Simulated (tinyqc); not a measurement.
Pressure-driven transition between two phases with analytic equations of state: one step, computed by the program tinyqc. Command: `OMP_NUM_THREADS=1 python tinyqc.py 3030597 3030598 out.jsonl transition walk`. One thread of a shared host (Intel(R) Xeon(R) Processor @ 2.30GHz), about 0.02 s of CPU time with the checks.

Each phase obeys E = E0 + (B0 V/B') [(V0/V)^B'/(B' - 1) + 1] - B0 V0/(B' - 1), P = (B0/B') [(V0/V)^B' - 1]; E0 = 0 for phase 1 and Delta E0 for phase 2. H = E + P V.

Question. Shift with temperature. Start from P = Delta E0/(V0 of phase 1 - V0 of phase 2); at each P solve P(V) = P for both phases and step P(new) = P - (H_2 - H_1)/(V_2 - V_1); stop when |H_2 - H_1| < 1e-10 eV. At the zero-temperature transition the volume change is V_2/V_1 - 1 and the work is P (V_1 - V_2). At T the condition is H_2 - H_1 - T Delta S = 0, with Delta S constant and thermal expansion left out; the Clausius-Clapeyron slope is dP/dT = Delta S/(V_2 - V_1) at the zero-temperature point.

Inputs (values chosen for the exercise, for two model phases):
```
quantity                                   value             unit
volume V0 of phase 1                        31.2  angstrom^3/atom
B0 of phase 1                               61.1              GPa
B' of phase 1                                3.5                -
volume V0 of phase 2                        25.9  angstrom^3/atom
B0 of phase 2                               56.9              GPa
B' of phase 2                                5.1                -
energy of phase 2 above phase 1, Delta E0   0.22          eV/atom
entropy of phase 2 less phase 1, Delta S   -0.14         k_B/atom
temperature T                               1200                K
```

Equation of state: Murnaghan.

V_2 at the transition = 23.54941 angstrom^3

V_1 at the transition = 28.34521 angstrom^3

transition pressure = 6.967914 GPa

Constants: k_B = 8.617333262e-05 eV/K; 1 eV/angstrom^3 = 160.2176634 GPa.

Give: Clapeyron slope; transition pressure at T; linear estimate at T.

Answer.

Clapeyron slope = 0.4030 MPa/K

transition pressure at T = 7.453 GPa

linear estimate at T = 7.452 GPa

The dense phase has the lower entropy, so heating raises the transition pressure. Caution: a constant Delta S holds only at high temperature; it vanishes as T goes to 0, so the shift counted from T = 0 is somewhat too large.
